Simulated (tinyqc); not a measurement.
# Thin-film transistor with exponential tail and deep states, accumulation layer: several studies

An undoped film in accumulation, thicker than the space-charge layer. With band bending psi the Fermi level lies E0 - psi below the band edge. Free electrons n = n0 exp(psi/Vt) carry the current; electrons in two exponential distributions of traps, a = a0 exp(psi/Va) and d = d0 exp(psi/Vp), do not. Linear regime, ohmic contacts, traps in equilibrium.

Inputs (values chosen for the exercise); values close to those of an organic semiconductor: temperature T = 290 K; relative permittivity of the semiconductor eps_r = 3.2; density of extended states Nc = 1e20 cm^-3; band mobility mb = 3 cm^2/(V s); total density of tail states Nt = 8.4e19 cm^-3; characteristic temperature of the tail Tt = 460 K; total density of deep states Nd = 2.9e17 cm^-3; characteristic temperature of the deep states Td = 1150 K; bulk Fermi level below the band edge E0 = 0.6 eV; gate capacitance Ci = 60 nF/cm^2; ratio W/L WL = 5; drain voltage Vd = 0.1 V; gate voltage above flat band Vg = 4.3 V.

Constants: q = 1.602176634e-19 C, kB = 1.380649e-23 J/K, Vt = kB T/q, eps0 = 8.8541878128e-14 F/cm where lengths are in cm. Results are converted to the units shown.

Each table varies one quantity; the others keep the values above.

## Effect of the gate capacitance

Va = kB Tt/q, Vp = kB Td/q; n0 = Nc exp(-E0/Vt), a0 = Nt th(T/Tt) exp(-E0/Va), d0 = Nd th(T/Td) exp(-E0/Vp), th(x) = pi x/sin(pi x). G(psi) = sum over the three kinds of c0 [V (exp(psi/V) - 1) - psi], field F = sqrt(2 q G/(eps0 eps_r)); Vg = psi + eps0 eps_r F/Ci at the surface. Total charge Q = Ci (Vg - psi_s); free charge Qf = q times the integral of n0 (exp(psi/Vt) - 1)/F over psi from 0 to psi_s; I = (W/L) mb Qf Vd; effective mobility mb Qf/Q.

Effect of the gate capacitance:

| Ci (nF/cm^2) | E0 - psi_s (eV) | Q (nC/cm^2) | free share (%) | effective mobility (cm^2/(V s)) | I (nA) |
|---|---|---|---|---|---|
| 12 | 0.2304 | 47.16 | 0.7085 | 0.02126 | 0.5012 |
| 19 | 0.1932 | 73.97 | 1.297 | 0.03892 | 1.439 |
| 30 | 0.1571 | 115.7 | 2.273 | 0.06820 | 3.946 |
| 46 | 0.1240 | 175.9 | 3.728 | 0.1118 | 9.837 |
| 73 | 0.08910 | 276.6 | 6.166 | 0.1850 | 25.58 |
| 110 | 0.05886 | 413.5 | 9.355 | 0.2807 | 58.02 |
| 180 | 0.02369 | 670.3 | 14.77 | 0.4432 | 148.5 |

As Ci goes from 12 to 180 nF/cm^2, the free share rises from 0.709 to 14.8 %, the distance of the Fermi level from the edge falls from 0.230 to 0.0237 eV and the current rises from 0.501 to 149 nA. At Ci = 180 nF/cm^2 the surface Fermi level is within 2 Vt of the band edge, where the exponential forms fail. For Ci = 73 to 180 nF/cm^2 the th form, which assumes a Fermi level far below the edge, overcounts the filled tail at the surface by more than 15 %.

## Effect of the total density of deep states

Same model as above.

Effect of the total density of deep states:

| Nd (cm^-3) | E0 - psi_s (eV) | Q (nC/cm^2) | free share (%) | effective mobility (cm^2/(V s)) | I (nA) |
|---|---|---|---|---|---|
| 2.9e16 | 0.1032 | 228.2 | 5.179 | 0.1554 | 17.73 |
| 7e16 | 0.1033 | 228.2 | 5.150 | 0.1545 | 17.63 |
| 1.7e17 | 0.1035 | 228.2 | 5.081 | 0.1524 | 17.39 |
| 4.1e17 | 0.1041 | 228.2 | 4.922 | 0.1477 | 16.85 |
| 9.9e17 | 0.1055 | 228.3 | 4.568 | 0.1370 | 15.64 |
| 2.4e18 | 0.1091 | 228.5 | 3.837 | 0.1151 | 13.15 |
| 5.8e18 | 0.1177 | 229.1 | 2.564 | 0.07691 | 8.808 |

What does the table show?

As Nd goes from 2.9e16 to 5.8e18 cm^-3, the free share falls from 5.18 to 2.56 %, the distance of the Fermi level from the edge rises from 0.103 to 0.118 eV and the current falls from 17.7 to 8.81 nA. Q varies by only 0.38 %: the gate sets the charge, the traps decide how much of it moves. In every row the th form, which assumes a Fermi level far below the edge, overcounts the filled tail at the surface by more than 15 %.

## Effect of the total density of tail states

Same model as above.

Results:

| Nt (cm^-3) | E0 - psi_s (eV) | Q (nC/cm^2) | free share (%) | effective mobility (cm^2/(V s)) | I (nA) |
|---|---|---|---|---|---|
| 2.8e18 | 0.04265 | 224.6 | 69.81 | 2.094 | 235.2 |
| 6.5e18 | 0.04769 | 224.9 | 54.65 | 1.639 | 184.3 |
| 1.5e19 | 0.05800 | 225.5 | 34.20 | 1.026 | 115.7 |
| 3.4e19 | 0.07577 | 226.5 | 15.96 | 0.4787 | 54.22 |
| 7.9e19 | 0.1017 | 228.1 | 5.450 | 0.1635 | 18.65 |
| 4.2e20 | 0.1634 | 231.8 | 0.4443 | 0.01333 | 1.545 |

Estimate the missing row, Nt = 1.8e20 cm^-3.

Computed row:

| Nt (cm^-3) | E0 - psi_s (eV) | Q (nC/cm^2) | free share (%) | effective mobility (cm^2/(V s)) | I (nA) |
|---|---|---|---|---|---|
| 1.8e20 | 0.1313 | 229.9 | 1.632 | 0.04896 | 5.627 |

With this row back in the table: As Nt goes from 2.8e18 to 4.2e20 cm^-3, the free share falls from 69.8 to 0.444 %, the distance of the Fermi level from the edge rises from 0.0427 to 0.163 eV and the current falls from 235 to 1.54 nA. Q varies by only 3.2 %: the gate sets the charge, the traps decide how much of it moves. For Nt = 2.8e18 to 6.5e18 cm^-3 the surface Fermi level is within 2 Vt of the band edge, where the exponential forms fail. For Nt = 2.8e18 to 7.9e19 cm^-3 the th form, which assumes a Fermi level far below the edge, overcounts the filled tail at the surface by more than 15 %.

Program tinyqc, `OMP_NUM_THREADS=1 python tinyqc.py 2610044 2610045 out.jsonl`; Intel Xeon 2.30GHz, shared host, one thread, about 0.02 s.
